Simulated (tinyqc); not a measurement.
What moves the results: donor level screened by free carriers (Yukawa potential). A value that a table varies takes the place of the one given here.

Potential -(q/(eps r)) exp(-ks r), q = e^2/(4 pi eps0). In units Ry* = Ry m/eps^2 and a* = a0 eps/m the problem is [-Laplacian - 2 exp(-x r)/r] psi = E psi with x = ks a*.

Converged values use 18 functions exp(-z r), z = 1.55^i, i = -11 to 6: S = 2/A^3, H = z_i z_j S - 2/(A + x)^2, A = z_i + z_j.

Screening wave number: Debye ks^2 = 4 pi q n/(eps kB T); Thomas-Fermi ks^2 = 6 pi q n/(eps EF) with EF = c (3 pi^2 n/gv)^(2/3)/m, c = hbar^2/2m0; the two are joined by 1/ks^2 = sqrt(1/ks_D^4 + 1/ks_TF^4). 1e18/cm^3 = 1e-6/angstrom^3, q = e^2/(4 pi eps0).

Constants: e^2/(4 pi eps0) = 14.39964547 eV angstrom; kB = 8.617333262e-05 eV/K; hbar^2/2m0 = 3.80998211 eV angstrom^2; Ry = 13.60569312 eV; a0 (Bohr radius) = 0.5291772105 angstrom.

Inputs chosen for the exercise (near those of a donor in InP, with one mean mass; shifted at random, so the results belong to these values and not to a real crystal): xs = (0.07, 0.17, 0.29, 0.51, 0.74, 0.92, 1.04) (values of x); m = 0.077 m0 (mass); eps = 12.4 (dielectric constant); gv = 1 (valleys); T = 77 K (temperature); nl = (0.0009, 0.003, 0.009, 0.03, 0.09, 0.3, 0.9) x 1e18/cm^3 (densities); n = 0.03 x 1e18/cm^3 (free-carrier density).

## Towards the loss of the bound state

First order (-1 + 2x), one-parameter (minimum of z^2 - 8 z^3/(2z + x)^2) and converged 1s energies in Ry*, and the mean radius in a*; a dash marks an unbound result.

Results:
```
x,first order,trial function,converged,<r>
0.07,-0.8600,-0.8670,-0.8670,1.51
0.17,-0.6600,-0.6992,-0.6993,1.54
0.29,-0.4200,-0.5276,-0.5282,1.60
0.51,-,-0.2837,-0.2871,1.82
0.74,-,-0.1102,-0.1203,2.32
0.92,-,-0.0245,-0.0420,3.32
1.04,-,-,-0.0128,5.31
```

What does this show, and why?

First order loses the state at x = 0.5, the trial function reaches zero energy at x = 1.00, and the exact limit is 1.19. The radius starts at 1.5 a*, grows slowly at first (1.60 at x = 0.29), then steadily, and swells towards the end (5.3 at 1.04), where a single exponential fails: the binding vanishes as the square of the distance from 1.19.

## Binding against carrier density

Ry* = 6.8135 meV
a* = 85.218 angstrom

x from the joined ks; converged 1s binding (dash: x above 1.17, at or past the limit 1.19 where the state unbinds).

Results:
```
n (1e18/cm^3),EF/kB T,1/ks (angstrom),x,binding (meV),n^(1/3) a*
0.00090,0.07,711.1,0.120,5.32,0.082
0.0030,0.15,390.3,0.218,4.27,0.123
0.0090,0.31,227.1,0.375,2.89,0.177
0.030,0.69,129.1,0.660,1.15,0.265
0.090,1.43,83.6,1.019,0.11,0.382
0.30,3.20,59.7,1.426,-,0.570
0.90,6.65,47.9,1.778,-,0.823
```

How do the results move?

The binding falls from 5.3 to 0.1 meV (bare value 6.8); it passes half the bare value between 0.003 and 0.009 x 1e18/cm^3. The level is unbound, or bound by less than 0.001 Ry*, from 0.3 x 1e18/cm^3 on; as the density rises, it is lost by the time n^(1/3) a* reaches 0.57. x grows with exponent 0.50 in n at the start and 0.20 at the end (1/2 for Debye, 1/6 for Thomas-Fermi screening). The level survives to n^(1/3) a* = 0.38, past the 0.26 of the Mott rule, which corresponds to x = 1 for one valley with degenerate screening; here the level lasts until x = 1.19, the screening is at most the degenerate value, and overlap of donors is left out.

## What each parameter does

Ry* = Ry m/eps^2, a* = a0 eps/m, x = ks a* with the joined ks; converged binding. Each row changes one parameter from the base and keeps the others.

Results:
```
case,1/ks (angstrom),x,binding in Ry*,binding (meV)
base,129.1,0.660,0.169,1.15
n = 0.045 x 1e18/cm^3,108.6,0.785,0.097,0.66
T = 47 K,107.6,0.792,0.093,0.64
m = 0.086 m0,128.0,0.596,0.215,1.64
eps = 11.4,123.8,0.633,0.188,1.52
gv = 2,125.6,0.678,0.157,1.07
```

How do the results move?

The largest shifts from the base row, up to three for each result and ties (the steps differ in size, so this ranks the rows, not the parameters). 1/ks (angstrom): T -21.5, n -20.5, eps -5.3. x: T +0.132, n +0.125, m -0.064. binding in Ry*: T -0.076, n -0.073, m +0.046. binding (meV): T -0.52, n -0.49, m +0.48.

Run: tinyqc, `OMP_NUM_THREADS=1 python tinyqc.py 1280022 1280023 out.jsonl`; Intel(R) Xeon(R) Processor @ 2.30GHz, one thread, shared host; about 0.01 s of CPU time with all checks.
